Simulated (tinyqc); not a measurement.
# From one set of inputs to another, one input at a time

Model: donor or exciton in a quantum well (variational effective-mass method). Computed by tinyqc, a small Python program. Command: `OMP_NUM_THREADS=1 python tinyqc.py 3014894 3014895 out.jsonl welldonor ladder`. One thread of a shared host (Intel(R) Xeon(R) Processor @ 2.30GHz), about 0.3 s of CPU time with the checks.

H = -nabla^2 - 2/|r - r_i| + V(z) in effective units; trial function psi = f(z) exp(-|r - r_i|/lambda), f the ground state of the well. Mass and screening are the same in well and barrier; l = L/a* is the width in effective units. Bands are flat: no polarisation or applied field.

The inputs printed are set A. Inputs not listed in the table keep their values of set A, so the rows need not describe a real material.

Inputs (values chosen for the exercise, modelled on beta-Ga2O3):
```
quantity                              value  unit
electron mass m                       0.288   m_0
dielectric constant eps                 9.8     -
well width L                            1.5    nm
donor position z_i/L from the centre    0.4     -
barrier height V_0                     0.29    eV
```

Centre: donor. Barriers: finite.

Constants: Ry = 13.605693123 eV; a_0 = 0.529177210903 angstrom.

Method:
- Ry* = Ry m/eps^2, a* = a_0 eps/m; l = L/a*.
- k solves k tan(k l/2) = sqrt(v - k^2), v = V_0/Ry*, 0 < k l/2 < pi/2 (bisection); f = cos(k z) inside and cos(k l/2) exp(-kappa (|z| - l/2)) outside, kappa = sqrt(v - k^2); subband energy k^2 Ry*.
- Binding E_b(lambda) = -1/lambda^2 + 4 A/(lambda B), with A = int f^2 exp(-2 s/lambda) dz, B = int f^2 exp(-2 s/lambda)(1 + 2 s/lambda) dz and s = |z - z_i|; 40 Gauss-Legendre points on each piece between the walls at z = -l/2 and l/2 and z_i, and out to 12/(kappa + 1/lambda) beyond the walls.
- Golden-section search for the maximum over lambda from 0.3 to 4, 40 steps.

Each row keeps all changes above it:
```
input moved                            from      to  binding energy (meV)  binding in Ry*  subband energy (meV)
set A                                     -       -                63.441          1.5549            1.4503e+02
well width L (nm)                       1.5     170                40.455          0.9915            4.4469e-02
barrier height V_0 (eV)                0.29   0.093                40.477          0.9921            4.3937e-02
donor position z_i/L from the centre    0.4     0.2                40.822          1.0005            4.3937e-02
dielectric constant eps                 9.8      19                10.876          1.0020            4.3937e-02
electron mass m (m_0)                 0.288  0.0238                 1.079          1.2029            4.9696e-01
```

Which inputs carry the difference?

Binding energy goes from 63.4 to 1.08, a factor 0.0170 in all. The largest single move comes from electron mass m (a factor 0.0992). Binding in Ry* goes from 1.55 to 1.20, a factor 0.774 in all. The largest single move comes from well width L (a factor 0.638), and electron mass m works against it (a factor 1.20). Subband energy goes from 145 to 0.497, a factor 0.00343 in all. The largest single move comes from well width L (a factor 3.07e-4), and electron mass m works against it (a factor 11.3). The single moves hold for this order of the switches; the total does not depend on the order.

Caution (rows set A): so narrow a well has large confinement energy, where non-parabolicity and barrier penetration matter.

Extremes, crossings and ranges named in words are read from the listed rows.
